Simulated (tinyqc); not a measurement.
Size effects in the resistivity of thin metal films and interconnect lines: one step, computed by the program tinyqc.

Electrons lose their drift at surfaces (a share 1 - p of the hits) and at grain boundaries (reflection R), besides bulk scattering.

Task: Resistivity of the film. Both together (Mayadas-Shatzkes film): rho_b/rho = (rho_b/rho of the grains alone) - (6/(pi kappa))(1 - p) int_0^(pi/2) dphi int_0^1 ds (cos^2 phi/H^2)(s - s^3)(1 - exp(-kappa H/s))/(1 - p exp(-kappa H/s)), H = 1 + alpha/(cos phi sqrt(1 - s^2)), 40 x 80 Gauss-Legendre points. Sheet resistance rho/h; additive estimate rho_b (f_surface + f_grain - 1).

Inputs (values chosen for the exercise, modelled on platinum): bulk resistivity rho_b = 10.4 microohm cm; specularity p = 0.72; film thickness h = 7.8 nm.

Geometry: film.

rho/rho_b from grains = 1.247177

alpha = 0.1716096

kappa = h/lambda = 1.087866

rho/rho_b from surfaces = 1.101546

Give: resistivity rho; sheet resistance; additive estimate; error of the additive estimate.

Result:

resistivity rho = 14.0 microohm cm

sheet resistance = 17.9 ohm

additive estimate = 14.0 microohm cm

error of the additive estimate = 0.285 %

Adding the two excesses (Matthiessen's rule) is 0.3 % high.
